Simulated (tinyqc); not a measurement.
Cell-based percolation model of oxide breakdown: two steps of the calculation.

The oxide, of thickness n a, is cut into cubic cells. A cell is defective with the chance l = 1 - exp(-a^3 N), N = N1 (t/1 s)^al. A column of n defective cells breaks the oxide down, and the area holds M = A/a^2 independent columns: 1 - F = (1 - l^n)^M.

Inputs (values chosen for the exercise):
- a = 1.5 nm (edge of a cell)
- n = 6 (cells across the oxide)
- A = 21 um^2 (area)
- al = 0.53 (exponent of defect growth)
- N1 = 1.1e18 cm^-3 (defect density after 1 s)

Question 1. Critical defect density. At F = 1 - 1/e: l_c = (1 - exp(-1/M))^(1/n), N_bd = -ln(1 - l_c)/a^3, t63 = (N_bd/N1)^(1/al). W = ln(-ln(1 - F)); for small l, W = ln M + n ln(a^3 N), so the Weibull slope is n al.

Find: thickness; M; l_c; N_bd; N_bd times thickness; t63; n al.

Answer 1.

thickness = 9.0000 nm
M = 9.3333e6
l_c = 0.068917
N_bd = 2.1158e19 cm^-3
N_bd times thickness = 1.9042e13 cm^-2
t63 = 264.72 s
n al = 3.1800

Question 2. The distribution. N, l, F and W = ln(-ln(1 - F)) at each time; the slope is taken between the end points.

```
point,t (s)
0,15
1,30
2,62
3,130
4,210
5,260
6,350
```

Give: N; l; F; W; slope.

Answer 2.

```
point,N (cm^-3),l,F,W
0,4.621e18,0.01547,1.281e-4,-8.962
1,6.672e18,0.02227,0.001137,-6.779
2,9.803e18,0.03254,0.01103,-4.502
3,1.451e19,0.04780,0.1054,-2.195
4,1.871e19,0.06121,0.3878,-0.712
5,2.096e19,0.06829,0.6118,-0.055
6,2.453e19,0.07946,0.9046,0.854
```

slope = 3.117

The slope is 2.0 % below n al, since l grows a little more slowly than N.

Program tinyqc, `OMP_NUM_THREADS=1 python tinyqc.py 2070071 2070072 out.jsonl`; Intel Xeon 2.30GHz, shared host, one thread, about 0.01 s.
